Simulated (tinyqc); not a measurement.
Short-period [001] superlattice in sp3s* tight binding, step by step. Values are carried at full precision from step to step, so a last printed digit may differ when a step is redone from the rounded ones.

sp3s* tight binding, nearest neighbours only: anion (a) at 0, cation (c) at a/4 (1,1,1), orbitals s, px, py, pz, s* on each; k in units of 2 pi/a. With phases e_j = exp(i (pi/2) k.n_j) for n = (1,1,1), (1,-1,-1), (-1,1,-1), (-1,-1,1): g0 = (e1+e2+e3+e4)/4, g1 = (e1+e2-e3-e4)/4, g2 = (e1-e2+e3-e4)/4, g3 = (e1-e2-e3+e4)/4. The diagonal holds the levels Esa, Epa, Exa (s*) and Esc, Epc, Exc. Anion-cation block: <sa|sc> = Vss g0; <sa|xc> = Vsapc g1; <xa|sc> = -Vscpa g1; <xa|xc> = Vxx g0; <xa|yc> = <ya|xc> = Vxy g3, <xa|zc> = <za|xc> = Vxy g2, <ya|zc> = <za|yc> = Vxy g1; <s*a|xc> = Vxapc g1; <xa|s*c> = -Vpaxc g1; y and z take g2 and g3 in place of g1; s-s* and s*-s* vanish.

Values chosen for the exercise (A near a published set for GaAs, B for AlAs; not measured data):
```
symbol  value                                                                                         unit  meaning
pA      (-8.325, 1.042, -2.66, 3.665, 8.608, 6.757, -6.45, 1.96, 5.082, 4.472, 5.799, 4.844, 4.808)   eV    order Esa, Epa, Esc, Epc, Exa, Exc, Vss, Vxx, Vxy, Vsapc, Vscpa, Vxapc, Vpaxc
pB      (-7.549, 0.982, -1.161, 3.596, 7.501, 6.743, -6.657, 1.88, 4.303, 5.109, 5.51, 4.519, 5.002)  eV    the same for B
dEv     0.53                                                                                          eV    valence offset: Ev(B) lies this far below Ev(A)
n       1                                                                                                   monolayers of A
m       1                                                                                                   monolayers of B
```

## Band line-up of the two bulk crystals

Edges on the common scale: Ev, the conduction level at Gamma, the minimum on (kx,0,0) for kx from 0.5 to 1, and the level at X.

Edges (eV):
```
crystal       Ev   Gamma  Delta minimum       X
A         0.0000  1.5569         2.0344  2.0344
B        -0.5300  2.4993         1.7496  1.7804
```

For Gamma electrons A is the well, 0.942 eV deep; for X electrons B is, 0.254 eV deep; holes sit in A.

## Shifted levels

Planes alternate anion, cation along [001], a/4 apart; at zero in-plane momentum s, pz, s* form one block. All levels of A are shifted so that its Ev (lower root of [[Epa, Vxx], [Vxx, Epc]]) is 0, and those of B so that its Ev is -dEv. A monolayer is an anion plane and the cation plane above it; an anion between unlike cations takes the mean of the two anion levels; each bond takes the couplings of its cation. Block from an anion to the cation above: U with Vss/2 (s,s), Vsapc/2 (s,z), -Vscpa/2 (z,s), Vxx/2 (z,z), Vxapc/2 (s*,z), -Vpaxc/2 (z,s*); to the cation below: the same with the s-z and s*-z signs reversed. The cell of n + m monolayers is closed with the phase exp(2 pi i q). No spin-orbit coupling. In this block 2 (n + m) levels are filled.

Parameters in the order Esa, Epa, Esc, Epc, Exa, Exc, Vss, Vxx, Vxy, Vsapc, Vscpa, Vxapc, Vpaxc. Find Ev of each set and shift the levels.

Ev before the shift (eV): A -0.0048, B -0.0007

Levels (eV):
```
plane                  s       p      s*
anion A          -8.3202  1.0468  8.6128
cation A         -2.6552  3.6698  6.7618
anion B          -8.0783  0.4527  6.9717
cation B         -1.6903  3.0667  6.2137
interface anion  -8.1993  0.7497  7.7922
```

## The matrix for n = 1, m = 1 at q = 0

Planes in the order a1, c1, a2, c2, ...; the A cations come first.

H (eV), lower triangle:
```
        sa1     za1     *a1     sc1     zc1    *c1     sa2     za2    *a2     sc2    zc2    *c2
sa1  -8.199
za1       0   0.750
*a1       0       0   7.792
sc1  -3.225  -2.900       0  -2.655
zc1   2.236   0.980   2.422       0   3.670
*c1       0  -2.404       0       0       0  6.762
sa2       0       0       0  -3.225  -2.236      0  -8.199
za2       0       0       0   2.900   0.980  2.404       0   0.750
*a2       0       0       0       0  -2.422      0       0       0  7.792
sc2  -3.329   2.755       0       0       0      0  -3.329  -2.755      0  -1.690
zc2  -2.554   0.940  -2.260       0       0      0   2.554   0.940  2.260       0  3.067
*c2       0   2.501       0       0       0      0       0  -2.501      0       0      0  6.214
```

## Levels of the small cell

Diagonalise (s, pz, s* block of a cell with n = 1, m = 1; px and py are apart). The lowest 4 levels are filled. Give the share of the cation weight of the lowest empty level that lies on the A cations, c1.

levels (eV): -12.405  -10.089  -7.284  -0.263  1.893  1.911  2.405  4.383  6.492  7.792  10.080  11.137

share on A cations = 0.811

The lowest empty level is number 5, at 1.893 eV.

## Checks

- Cell of two equal monolayers against the bulk levels at Gamma and X: they agree to 1e-10 or better.

Computed by tinyqc, a small Python program: `OMP_NUM_THREADS=1 python tinyqc.py 1452557 1452558 out.jsonl` (the numbers bound the seed that draws the inputs); one thread of a shared host (Intel(R) Xeon(R) Processor @ 2.30GHz), about 0.4 s for the whole set of steps.
